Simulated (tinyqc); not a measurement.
Bulk resistivity and mean free path from two films.

Inverse problem. In the thick-film limit single-crystal films obey rho = rho0 (1 + 3 (1 - ps) lam/(8 d)). Find rho0, lam and the product rho0 lam.

Parameters, values chosen for the exercise:
- ps = 0.3 (specular share of surface scattering)

rho at d = 69 and 280 nm (uohm cm): [1.9528750, 1.7623156]

Solution. rho is a straight line in 1/d: the intercept is rho0 and the slope (3/8)(1 - ps) rho0 lam. Without ps only the product (1 - ps) lam could be found.

rho0 = 1.700 uohm cm
lam = 39.10 nm
rho0 lam = 66.47 uohm cm nm

Numbers from tinyqc (`OMP_NUM_THREADS=1 python tinyqc.py 2100006 2100007 out.jsonl`; about 0.01 s on one thread of a shared Intel Xeon 2.30GHz).
